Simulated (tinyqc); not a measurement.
Specific resistance of a metal-semiconductor contact and its transmission-line measurement. Changing the contact length d. Computed by tinyqc, a small Python program. Command: `OMP_NUM_THREADS=1 python tinyqc.py 3004665 3004666 out.jsonl contact sweep`. One thread of a shared host (Intel(R) Xeon(R) Processor @ 2.30GHz), about 0.01 s of CPU time with the checks.

The barrier is parabolic (depletion approximation), energies E are normal energies counted from the band edge in the neutral semiconductor (downwards for holes), and the bias is zero. xi is an input, held fixed when other inputs move.

Inputs (values chosen for the exercise, modelled on p-type SiGe):
```
quantity                                           value          unit
tunnelling mass m                                   0.31           m_0
permittivity eps                                      13             -
Richardson constant A*                              30.2  A/(cm^2 K^2)
barrier height phi_B                                0.31            eV
doping N                                         4.8e+18        1/cm^3
Fermi level above the band edge in the bulk, xi   -0.032            eV
temperature T                                        300             K
sheet resistance R_sh                              15000           ohm
contact width W                                      6.7    micrometre
```

Image-force lowering: included.

Constants: hbar = 1.054571817e-34 J s; eps_0 = 8.8541878128e-12 F/m; m_0 = 9.1093837015e-31 kg; k_B = 8.617333262e-05 eV/K; e = 1.602176634e-19 C.

Method:
- E_00 = (e hbar/2) sqrt(N/(eps eps_0 m)); band bending E_b = phi_B + xi; depletion width w = sqrt(2 eps eps_0 E_b/(e^2 N)). Image lowering d_phi = (e^3 N E_b/(8 pi^2 (eps eps_0)^3))^(1/4) (E_b in volts), and E_b - d_phi replaces E_b everywhere except in w.
- WKB transmission for E < E_b, with a = E/E_b: D = exp{-(E_b/E_00) [sqrt(1 - a) - a ln((1 + sqrt(1 - a))/sqrt(a))]}; D = 1 above.
- At zero bias 1/rho_c = (e A*/k_B^2) int D(E) f(E) dE, f = 1/(1 + exp((E - xi)/k_B T)); 200 Gauss-Legendre points from 0 to E_b, and k_B T ln(1 + exp((xi - E_b)/k_B T)) for the part above the barrier; the share of tunnelling is the part below.
- Transmission-line model: transfer length L_T = sqrt(rho_c/R_sh); R_c = (R_sh L_T/W) coth(d/L_T). Limits: rho_c/(W d) for d << L_T, sqrt(rho_c R_sh)/W for d >> L_T.
- Transmission-line model: transfer length L_T = sqrt(rho_c/R_sh); R_c = (R_sh L_T/W) coth(d/L_T). Two contacts a gap s apart give R = 2 R_c + R_sh s/W. A straight-line fit gives R_sh from the slope and R_c from the intercept; the simple reading takes L_x = R_c W/R_sh as the transfer length and rho_c = R_sh L_x^2.

One run for each value:
```
contact length d (micrometre)  contact resistance R_c (ohm)       d/L_T  simple reading over true value
0.0031                                                18028  1.9622e-02                      2.5980e+03
0.0083                                                 6739  5.2536e-02                      3.6299e+02
0.022                                                  2556  1.3925e-01                      5.2239e+01
0.059                                                   991  3.7345e-01                      7.8462e+00
0.16                                                    461  1.0127e+00                      1.7003e+00
0.41                                                    358  2.5951e+00                      1.0225e+00
1.1                                                     354  6.9626e+00                      1.0000e+00
```

What does the table show, and why?

Over the rows, contact resistance R_c (ohm) falls from 18000 to 354 (exponent d ln y / d ln x -1.00 between the first rows and -0.011 between the last); d/L_T rises from 0.0196 to 6.96 (exponent d ln y / d ln x about 1.0 throughout); simple reading over true value falls from 2600 to 1.00 (exponent d ln y / d ln x -2.0 between the first rows and -0.023 between the last). At the low end the exponent of contact resistance R_c is -1.00, close to -1: a short contact.  Left out: 4.40e-4, 0.00120 (the contact is far too resistive to measure).
